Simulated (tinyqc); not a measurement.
## Length offset and series resistance from crossing lines

Problem. R_total = Rs + k (L - dL)/Vo with constant Rs, dL and k. Find k, dL and Rs.

R_total at (L, Vo) = (60, 0.39), (120, 0.39), (60, 1) and (120, 1), L in nm and Vo in V (ohm um): 332.30769  516.92308  227.2  299.2

Solution. At each overdrive R is a straight line in L with slope k/Vo; the two lines cross at L = dL, R = Rs.

k = 1.20 ohm um V/nm
dL = 4.00 nm
Rs = 160 ohm um

Program tinyqc, `OMP_NUM_THREADS=1 python tinyqc.py 2282043 2282044 out.jsonl`; Intel Xeon 2.30GHz, shared host, one thread, about 0.05 s.
